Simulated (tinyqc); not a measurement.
# Worked calculation: metal gate on a two-layer dielectric stack with fixed charge and a dipole

tinyqc, about 0.01 s, one thread, Intel Xeon 2.30GHz (shared host): `OMP_NUM_THREADS=1 python tinyqc.py 2010016 2010017 out.jsonl` Printed values are rounded.

Gate, layer 2, layer 1, p-type semiconductor; x runs from the gate inwards. Charges are counted in units of +q. psi is the band bending at the surface, positive towards inversion. Classical charge, Boltzmann statistics, no interface traps.

Parameters, values chosen for the exercise; band and dielectric values close to those of silicon, layer 1 close to silicon dioxide, layer 2 close to zirconium oxide:

| symbol | value | unit | meaning |
|---|---|---|---|
| T | 350 | K | temperature |
| Eg | 1.1 | eV | band gap |
| eps_r | 11.5 |  | relative permittivity |
| Nc | 3.58e19 | cm^-3 | conduction-band density of states at T |
| Nv | 3.28e19 | cm^-3 | valence-band density of states at T |
| chi | 4.1 | eV | electron affinity |
| Na | 7.3e16 | cm^-3 | acceptor density |
| pM | 4.42 | eV | work function of the gate metal |
| t1 | 1.9 | nm | thickness of layer 1, next to the semiconductor |
| e1 | 3.8 |  | relative permittivity of layer 1 |
| t2 | 3.7 | nm | thickness of layer 2, next to the gate |
| e2 | 24.1 |  | relative permittivity of layer 2 |
| Q1 | 5.1e10 | cm^-2 | fixed charge at the semiconductor interface |
| Q2 | 1e12 | cm^-2 | fixed charge between the layers |
| r1 | -3.3e18 | cm^-3 | uniform charge density in layer 1 |
| r2 | 6.8e17 | cm^-3 | uniform charge density in layer 2 |
| Vd | 0 | V | flat-band shift by a dipole layer between the layers |
| ps | 0.538 | V | band bending psi of the working point |

Constants: q = 1.602176634e-19 C, kB = 1.380649e-23 J/K, Vt = kB T/q, eps0 = 8.8541878128e-14 F/cm where lengths are in cm. Results are converted to the units shown.

## Equivalent thickness and work-function difference

EOT = 3.9 (t1/e1 + t2/e2), Cox = eps0/(t1/e1 + t2/e2); phi_ms = pM - (chi + Eg - Vt ln(Nv/Na)).

EOT = 2.548755 nm
Cox = 1.354831 uF/cm^2
share of layer 1 in the EOT = 76.50794 %
phi_ms = -0.5957870 V

## Flat-band voltage, term by term

EOT = 3.9 (t1/e1 + t2/e2), Cox = eps0/(t1/e1 + t2/e2); phi_ms = pM - (chi + Eg - Vt ln(Nv/Na)). Vfb = phi_ms + Vd - (q/eps0) [Q1 (t1/e1 + t2/e2) + Q2 t2/e2 + r1 (t1^2/(2 e1) + t1 t2/e2) + r2 t2^2/(2 e2)]: each charge counts with its electrical distance from the gate.

terms (V): phi_ms -0.5957870, dipole 0.0000000, Q1 -0.0060311, Q2 -0.0277809, r1 0.0457827, r2 -0.0034948
Vfb = -0.5873110 V

Apart from phi_ms the largest term is that of r1, 45.8 mV; all charges and the dipole together move Vfb by 8.48 mV.

## Threshold voltage

ni = sqrt(Nc Nv) exp(-Eg/(2 Vt)), Eg in volts, pB = Vt ln(Na/ni), Vth = Vfb + 2 pB + sqrt(4 q eps0 eps_r Na pB)/Cox.

ni = 4.123130e11 cm^-3
pB = 0.3644671 V
depletion charge = 0.1317647 uC/cm^2
Vth = 0.2388787 V

## Charge in the semiconductor

ni = sqrt(Nc Nv) exp(-Eg/(2 Vt)), Eg in volts. Qs = -sign(psi) sqrt(2 q eps0 eps_r Na Vt [exp(-u) + u - 1 + (ni/Na)^2 (exp(u) - u - 1)]), u = psi/Vt.

Qs = -0.1099869 uC/cm^2

The surface is depleted or weakly inverted.

## Fields and voltage drops

Gauss: D = -Qs just inside the semiconductor; going towards the gate subtract q Q1, then q r1 t1, q Q2 and q r2 t2. Field = D/(eps0 e); the drop over a layer is its mean field times its thickness; Vg = phi_ms + Vd + psi + both drops.

```
place                        D (uC/cm^2)  field (MV/cm)
layer 2, gate side             0.0017439      0.0008172
layer 2, inner side            0.0420546      0.0197083
layer 1, outer side            0.2022723      0.6011794
layer 1, semiconductor side    0.1018158      0.3026098
semiconductor surface          0.1099869      0.1080176
```

drop over layer 2 = 0.003797215 V
drop over layer 1 = 0.08585997 V
Vg = 0.03187022 V

The same Vg follows from Vfb + psi - Qs/Cox. The largest field, 0.601 MV/cm in size, is at: layer 1, outer side.
